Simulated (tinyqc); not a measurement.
Inside a calculation. Method: G0W0 on RHF in the 6-31g basis, for H-, spin multiplicity 1. The basis has no diffuse functions, so it cannot describe the extra electron: this is an exercise in the method, not the real anion. One step of it, computed by the program tinyqc.

Task: G0W0 on Hartree-Fock: LUMO. W(p,q,m) = sqrt2 sum_ia (pq|ia) (X+Y)_ia,m; Sigma_c(x) = sum_(i,m) W^2/(x - e_i + w_m) + sum_(a,m) W^2/(x - e_a - w_m); solve x = e_p + Sigma_c(x) by Newton steps; Z = 1/(1 - dSigma/dx); 1 hartree = 27.211386 eV.

orbital energies (hartree): MO1 0.055212, MO2 1.486923

Two-electron integrals over orbitals (pq|rs), unique and non-zero (hartree):
```
p,q,r,s,(pq|rs)
1,1,1,1,0.532867
2,1,1,1,0.138978
2,1,2,1,0.136050
2,2,1,1,0.591309
2,2,2,1,0.243852
2,2,2,2,0.778941
```

excitation energies w (hartree): 1.681944

X + Y:
```
,1
1>2,0.922618
```

Give: The 12 largest terms at x = e_p; Newton steps; quasiparticle energy of the LUMO; Hartree-Fock value.

Result:

The 12 largest terms at x = e_p (hartree; W for the signs of X + Y given):
```
q,m,W,term
2,1,0.3182,-0.0602
1,1,0.1775,0.0101
```

Newton steps (hartree):
```
step,x,Sigma_c(x),Z
0,1.4869,-0.0501,0.9624
1,1.4387,-0.0482,0.9642
2,1.4387,-0.0482,0.9642
```

quasiparticle energy of the LUMO = 39.1488 eV

Hartree-Fock value = 40.4612 eV
